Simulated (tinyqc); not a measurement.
Inside a calculation: short-period [001] superlattice in sp3s* tight binding. Values are carried at full precision from step to step, so a last printed digit may differ when a step is redone from the rounded ones.

sp3s* tight binding, nearest neighbours only: anion (a) at 0, cation (c) at a/4 (1,1,1), orbitals s, px, py, pz, s* on each; k in units of 2 pi/a. With phases e_j = exp(i (pi/2) k.n_j) for n = (1,1,1), (1,-1,-1), (-1,1,-1), (-1,-1,1): g0 = (e1+e2+e3+e4)/4, g1 = (e1+e2-e3-e4)/4, g2 = (e1-e2+e3-e4)/4, g3 = (e1-e2-e3+e4)/4. The diagonal holds the levels Esa, Epa, Exa (s*) and Esc, Epc, Exc. Anion-cation block: <sa|sc> = Vss g0; <sa|xc> = Vsapc g1; <xa|sc> = -Vscpa g1; <xa|xc> = Vxx g0; <xa|yc> = <ya|xc> = Vxy g3, <xa|zc> = <za|xc> = Vxy g2, <ya|zc> = <za|yc> = Vxy g1; <s*a|xc> = Vxapc g1; <xa|s*c> = -Vpaxc g1; y and z take g2 and g3 in place of g1; s-s* and s*-s* vanish.

Inputs chosen for the exercise (A near a published set for GaAs, B for AlAs; shifted at random, so the results belong to these values and not to a real crystal):
```
symbol  value                                                                                          unit  meaning
pA      (-8.333, 1.039, -2.662, 3.677, 8.592, 6.742, -6.454, 1.95, 5.075, 4.489, 5.771, 4.829, 4.808)  eV    order Esa, Epa, Esc, Epc, Exa, Exc, Vss, Vxx, Vxy, Vsapc, Vscpa, Vxapc, Vpaxc
pB      (-7.515, 0.983, -1.16, 3.578, 7.499, 6.728, -6.669, 1.876, 4.295, 5.121, 5.486, 4.52, 4.98)    eV    the same for B
dEv     0.49                                                                                           eV    valence offset: Ev(B) lies this far below Ev(A)
n       2                                                                                                    monolayers of A
m       1                                                                                                    monolayers of B
```

## Band line-up of the two bulk crystals

Edges on the common scale: Ev, the conduction level at Gamma, the minimum on (kx,0,0) for kx from 0.5 to 1, and the level at X.

Edges (eV):
```
crystal       Ev   Gamma  Delta minimum       X
A         0.0000  1.5481         2.0481  2.0481
B        -0.4900  2.5603         1.7858  1.8204
```

For Gamma electrons A is the well, 1.012 eV deep; for X electrons B is, 0.228 eV deep; holes sit in A.

## Shifted levels

Planes alternate anion, cation along [001], a/4 apart; at zero in-plane momentum s, pz, s* form one block. All levels of A are shifted so that its Ev (lower root of [[Epa, Vxx], [Vxx, Epc]]) is 0, and those of B so that its Ev is -dEv. A monolayer is an anion plane and the cation plane above it; an anion between unlike cations takes the mean of the two anion levels; each bond takes the couplings of its cation. Block from an anion to the cation above: U with Vss/2 (s,s), Vsapc/2 (s,z), -Vscpa/2 (z,s), Vxx/2 (z,z), Vxapc/2 (s*,z), -Vpaxc/2 (z,s*); to the cation below: the same with the s-z and s*-z signs reversed. The cell of n + m monolayers is closed with the phase exp(2 pi i q). No spin-orbit coupling. In this block 2 (n + m) levels are filled.

Parameters in the order Esa, Epa, Esc, Epc, Exa, Exc, Vss, Vxx, Vxy, Vsapc, Vscpa, Vxapc, Vpaxc. Find Ev of each set and shift the levels.

Ev before the shift (eV): A 0.0038, B -0.0005

Levels (eV):
```
plane                  s       p      s*
anion A          -8.3368  1.0352  8.5882
cation A         -2.6658  3.6732  6.7382
anion B          -8.0045  0.4935  7.0095
cation B         -1.6495  3.0885  6.2385
interface anion  -8.1707  0.7643  7.7988
```

## The matrix for n = 2, m = 1 at q = 0

Planes in the order a1, c1, a2, c2, ...; the A cations come first.

H (eV):
```
        sa1     za1     *a1     sc1     zc1     *c1     sa2     za2     *a2     sc2     zc2     *c2
sa1  -8.171       0       0  -3.227   2.244       0       0       0       0       0       0       0
za1       0   0.764       0  -2.885   0.975  -2.404       0       0       0       0       0       0
*a1       0       0   7.799       0   2.414       0       0       0       0       0       0       0
sc1  -3.227  -2.885       0  -2.666       0       0  -3.227   2.885       0       0       0       0
zc1   2.244   0.975   2.414       0   3.673       0  -2.244   0.975  -2.414       0       0       0
*c1       0  -2.404       0       0       0   6.738       0   2.404       0       0       0       0
sa2       0       0       0  -3.227  -2.244       0  -8.337       0       0  -3.227   2.244       0
za2       0       0       0   2.885   0.975   2.404       0   1.035       0  -2.885   0.975  -2.404
*a2       0       0       0       0  -2.414       0       0       0   8.588       0   2.414       0
sc2       0       0       0       0       0       0  -3.227  -2.885       0  -2.666       0       0
zc2       0       0       0       0       0       0   2.244   0.975   2.414       0   3.673       0
*c2       0       0       0       0       0       0       0  -2.404       0       0       0   6.738
sa3       0       0       0       0       0       0       0       0       0  -3.227  -2.244       0
za3       0       0       0       0       0       0       0       0       0   2.885   0.975   2.404
*a3       0       0       0       0       0       0       0       0       0       0  -2.414       0
sc3  -3.334   2.743       0       0       0       0       0       0       0       0       0       0
zc3  -2.561   0.938  -2.260       0       0       0       0       0       0       0       0       0
*c3       0   2.490       0       0       0       0       0       0       0       0       0       0

        sa3     za3     *a3     sc3     zc3     *c3
sa1       0       0       0  -3.334  -2.561       0
za1       0       0       0   2.743   0.938   2.490
*a1       0       0       0       0  -2.260       0
sc1       0       0       0       0       0       0
zc1       0       0       0       0       0       0
*c1       0       0       0       0       0       0
sa2       0       0       0       0       0       0
za2       0       0       0       0       0       0
*a2       0       0       0       0       0       0
sc2  -3.227   2.885       0       0       0       0
zc2  -2.244   0.975  -2.414       0       0       0
*c2       0   2.404       0       0       0       0
sa3  -8.171       0       0  -3.334   2.561       0
za3       0   0.764       0  -2.743   0.938  -2.490
*a3       0       0   7.799       0   2.260       0
sc3  -3.334  -2.743       0  -1.650       0       0
zc3   2.561   0.938   2.260       0   3.088       0
*c3       0  -2.490       0       0       0   6.238
```

## Levels of the small cell

Diagonalise (s, pz, s* block of a cell with n = 2, m = 1; px and py are apart). The lowest 6 levels are filled. Give the share of the cation weight of the lowest empty level that lies on the A cations, c1 and c2.

levels (eV): -12.449  -11.080  -10.891  -5.815  -5.481  -0.161  1.808  2.196  2.230  2.708  2.799  4.499  6.571  8.036  9.281  9.444  10.471  11.074

share on A cations = 0.833

The lowest empty level is number 7, at 1.808 eV.

## Checks

- Cell of two equal monolayers against the bulk levels at Gamma and X: they agree to 1e-10 or better.

Computed by tinyqc, a small Python program: `OMP_NUM_THREADS=1 python tinyqc.py 1451835 1451836 out.jsonl` (the numbers bound the seed that draws the inputs); one thread of a shared host (Intel(R) Xeon(R) Processor @ 2.30GHz), about 0.6 s for the whole set of steps.
